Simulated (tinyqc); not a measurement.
# Convergence with the phonon basis

Model: Holstein polaron on two sites. Computed by tinyqc, a small Python program. Command: `OMP_NUM_THREADS=1 python tinyqc.py 3020127 3020128 out.jsonl holstein sweep`. One thread of a shared host (Intel(R) Xeon(R) Processor @ 2.30GHz), about 0.03 s of CPU time with the checks.

One electron on sites 1 and 2: H = -t (c1+ c2 + c2+ c1) + hbar omega sum_i b_i+ b_i - g hbar omega sum_i n_i (b_i + b_i+). The symmetric phonon shifts the energy by -g^2 hbar omega/2 and drops out; with b = (b_1 - b_2)/sqrt(2) there remains H = -t sigma_x + hbar omega b+ b - (g hbar omega/sqrt(2)) sigma_z (b + b+). Parity splits it into blocks p = +1 and -1 over phonon numbers n. Zero-point energies are left out. Weights Z refer to mode b alone; the displaced symmetric mode multiplies the full zero-phonon weight by exp(-g^2/2).

Inputs (values chosen for the exercise, for a model dimer): hopping t = 31 meV; phonon energy hbar omega = 44.3 meV; coupling g = 1.4.

Method:
- Block p: H_nn = n hbar omega - p t (-1)^n - g^2 hbar omega/2, H_(n,n+1) = -(g hbar omega/sqrt(2)) sqrt(n + 1).
- Take p = +1 and n = 0..N-1.
- Diagonalise H; the eigenvector has its largest component positive; Z is the weight of n = 0.
- Use 60 levels in both blocks; Z = c_0^2 is the weight of n = 0 in the ground state c; the splitting is the lowest odd level less the lowest even one, which without coupling is the smaller of 2t and hbar omega; <sigma_x> = sum (-1)^n c_n^2 measures the kinetic energy.

One run for each value:
```
phonon levels kept N,Z in the small basis,weight Z of n = 0 in mode b
2,0.88567,0.65748
3,0.76939,0.65748
4,0.69654,0.65748
5,0.66819,0.65748
6,0.65972,0.65748
8,0.65754,0.65748
10,0.65748,0.65748
14,0.65748,0.65748
20,0.65748,0.65748
```

Describe and explain the trends.

Over the rows, Z in the small basis falls from 0.886 to 0.657. Z is within 0.1 % of the converged value from N = 8 on; the basis must reach well beyond the displacement, about g^2/2 = 0.98 quanta in mode b at strong coupling. The second column uses 60 levels in every row.

Extremes, crossings and ranges named in words are read from the listed rows.
